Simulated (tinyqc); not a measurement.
Bandgap voltage reference from two bipolar transistors: two steps of the calculation.

Two transistors of area 1 and N carry the same current I. Is(T) = Is (T/T0)^eta exp[(Vg0 q/kB)(1/T0 - 1/T)], VBE1 = Vt ln(I/Is(T)) + I rb, VBE2 = Vt ln(I/(N Is(T))) + I rb/N. The amplifier forces I R1(T) = VBE1 - VBE2 + Vos, with R(T) = R (1 + tc (T - T0)) for both resistors, and the output is Vref = VBE1 + I R2(T). Base currents and the Early effect are neglected.

Inputs (values chosen for the exercise); values of the order met in silicon bipolar transistors: reference temperature T0 = 298 K; band-gap voltage extrapolated to 0 K Vg0 = 1.183 V; temperature exponent of the saturation current eta = 3.1; saturation current of the unit transistor at T0 Is = 1.5e-18 A; area ratio of the second transistor N = 10; resistor across which the difference of VBE falls, at T0 R1 = 4 kohm; temperature coefficient of both resistors tc = 400 ppm/K; offset of the amplifier Vos = 0 mV; series resistance of the unit transistor rb = 0 ohm; output resistor at T0 R2 = 32.55 kohm; temperature T = 273 K.

Constants: q = 1.602176634e-19 C, kB = 1.380649e-23 J/K. Results are converted to the units shown.

Task 1. Operating point at the reference temperature. Vt = kB T/q; I = (Vt ln N + Vos)/(R1(T) - rb (1 - 1/N)). Evaluate at T = T0.

Find: Vt; I; Is(T); VBE1; I R2; Vref.

Result 1.

Vt = 0.02568 V
I = 14.78 uA
Is(T) = 1.500e-18 A
VBE1 = 0.7683 V
I R2 = 0.4812 V
Vref = 1.249 V

Task 2. Operating point at another temperature. 

Give: Vt; I; Is(T); VBE1; I R2; Vref.

Result 2.

Vt = 0.023525 V
I = 13.679 uA
Is(T) = 1.6826e-20 A
VBE1 = 0.80766 V
I R2 = 0.44080 V
Vref = 1.2485 V

From T0 to T, VBE1 changes by 39.4 mV and I R2 by -40.4 mV, which leaves -1.01 mV in Vref.

Program tinyqc, `OMP_NUM_THREADS=1 python tinyqc.py 2062161 2062162 out.jsonl`; Intel Xeon 2.30GHz, shared host, one thread, about 0.02 s.
